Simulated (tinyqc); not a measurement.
# Thermal and gravitational stress in a wafer during furnace and rapid thermal processing, and the onset of slip, step by step

A worked calculation. Computed by tinyqc, a small Python program that keeps every step. Command: `OMP_NUM_THREADS=1 python tinyqc.py 3014818 3014819 out.jsonl slip walk`. One thread of a shared host (Intel(R) Xeon(R) Processor @ 2.30GHz), about 0.01 s of CPU time with the checks. Intermediate numbers are printed to about 7 digits and carried at full precision; extremes and crossings named in words are read from the listed rows.

A thin free disc in plane stress, isotropic; T(r) = T_centre + dT (r/R)^n. Stress is positive in tension; sigma_SB = 5.670374419e-8 W/(m^2 K^4), g = 9.80665 m/s^2.

Inputs (values chosen for the exercise, modelled on silicon):
```
quantity,value,unit
wafer radius R,225,mm
thickness t,925,micrometre
Young's modulus E,141,GPa
Poisson ratio nu,0.24,-
expansion alpha,4.28,1e-6/K
edge less centre temperature dT,-34,K
exponent n of the profile,4,-
temperature T,1000,K
prefactor A of the critical stress,0.00046,MPa
energy U of the critical stress,1.05,eV
density rho,2330,kg/m^3
heat capacity c,939,J/(kg K)
conductivity k,28.8,W/(m K)
wafer spacing s,11,mm
ramp rate,1.3,K/min
radius of the support ring over R,0.52,-
```

Temperature profile: edge zone, power law.

Constants: k_B = 8.617333262e-05 eV/K.

## Thermal stress

With x = r/R: s_rr = alpha E dT (1 - x^n)/(n + 2), s_tt = alpha E dT [1 - (n + 1) x^n]/(n + 2).

Temperature and stresses at r/R = 0, 0.3, 0.5, 0.7, 0.8, 0.9, 0.95, 1:
```
r/R,T - T_centre (K),s_rr (MPa),s_tt (MPa)
0.00,0.00000,-3.419720,-3.41972
0.30,-0.27540,-3.392020,-3.28122
0.50,-2.12500,-3.205987,-2.35106
0.70,-8.16340,-2.598645,0.68565
0.80,-13.92640,-2.019003,3.58387
0.90,-22.30740,-1.176042,7.79867
0.95,-27.69321,-0.634337,10.50720
1.00,-34.00000,0.000000,13.67888
```

hoop stress at the edge = 13.67888 MPa

r/R where s_tt = 0 = 0.6687403

The cold edge is stretched; the edge stress is n times that at the centre in size.

## Resolved stress round the edge

At the edge the stress is uniaxial along the tangent d = (cos phi, sin phi, 0) of a (001) wafer; the Schmid factor is the largest |(d.n)(d.b)| over the twelve {111}<110> systems.

Schmid factor and resolved stress at phi = 0, 7.5, 15, 22.5, 30, 37.5 and 45 degrees from [100]:
```
phi from [100] (degrees),Schmid factor,resolved stress (MPa)
0.0,0.4082483,5.584379
7.5,0.4541241,6.211910
15.0,0.4829629,6.606392
22.5,0.4927993,6.740942
30.0,0.4829629,6.606392
37.5,0.4541241,6.211910
45.0,0.4082483,5.584379
```

The factor is 1/sqrt(6) = 0.408 along <100> and <110> and peaks at 0.4928 at 22.5 degrees, so slip, if any, starts at eight places between these directions.

## Slip criterion

Critical resolved stress tau_c = A exp(U/(k_B T)), a form chosen for the exercise; slip when 0.492799 |s_tt(R)| > tau_c; allowed |dT| = tau_c (n + 2)/(0.492799 n alpha E).

critical stress tau_c = 90.05855 MPa

resolved over critical stress = 0.07485067

allowed |dT| = 454.2378 K

No slip; the margin is a factor 13. Caution: at lower temperature the exponential form overstates the strength: fracture from edge flaws comes first.

## Ramp rate in a batch furnace

In a stack heated from the rim, heat flows inward by conduction and by radiation between wafers: k_eff = k + (16/3) sigma_SB T^3 s^2/t (a diffusion estimate with the spacing as path length). A steady ramp gives the parabolic lag dT = rho c (ramp) R^2/(4 k_eff); the allowed ramp uses n = 2.

k_eff = 68.35980 W/(m K)

lag of the centre = 8.776429 K

allowed ramp rate = 89.71136 K/min

Radiation carries 58 % of the inward flow. The ramp is 0.01 of the allowed one.

## Gravity

Own weight q = rho g t on a ring of radius b R, x = r/R: moments of an edge-supported plate, M_r = q R^2 (3 + nu)(1 - x^2)/16 and M_t = q R^2 [(3 + nu) - (1 + 3 nu) x^2]/16, less the uniform moment inside the ring load, q R^2 [(1 - nu)(1 - b^2) - 2 (1 + nu) ln b]/8; stress at the lower face = 6 M/t^2.

stress at the centre = -0.5216971 MPa

radial stress at the ring = -0.9325467 MPa

hoop stress at the ring = -0.7398024 MPa

The largest of these is 0.0052 tau_c when halved for shear. Point supports give far higher local stress than a ring.

## Position of the support ring

The formulas are those given above.

Stress at the lower face (MPa):
```
b,centre,radial at ring,hoop at ring,largest in size
0.40,-1.210655,-1.453761,-1.339712,1.453761
0.50,-0.627466,-1.007320,-0.829117,1.007320
0.60,-0.124974,-0.671963,-0.415351,0.671963
0.65,0.105757,-0.536195,-0.235032,0.536195
0.70,0.326248,-0.418265,-0.068987,0.418265
0.75,0.538406,-0.316265,0.084692,0.538406
0.80,0.743766,-0.228659,0.227541,0.743766
0.90,1.138910,-0.091816,0.485562,1.138910
1.00,1.519414,0.000000,0.712812,1.519414
```

Among these rows the largest stress is least, 0.418 MPa, for a ring at 0.7 R, 3.6 times below edge support: the overhang balances the sag of the centre. All values scale as R^2/t.

## Limits against temperature

The formulas are those given above.

For the parabolic profile:
```
T (K),tau_c (MPa),allowed |dT| (K),k_eff (W/(m K)),allowed ramp (K/min)
1050,50.41224,339.0260,74.5954,54.79865
1125,23.25685,156.4040,85.1264,28.84939
1200,11.81854,79.4805,97.1593,16.73285
1275,6.50374,43.7382,110.7945,10.50034
1350,3.82459,25.7207,126.1319,7.02962
1425,2.37837,15.9947,143.2718,4.96548
1500,1.55097,10.4304,162.3143,3.66844
```

From 1050 to 1500 K the allowed difference falls 33 times and the allowed ramp 15 times; radiation, which grows as T^3, gives back a factor 2.18. Ramps must slow as the wafer gets hotter.

Checks made by the program: force balance: the hoop stress integrates to zero (added to the edge stress) (relative difference below 1e-10).
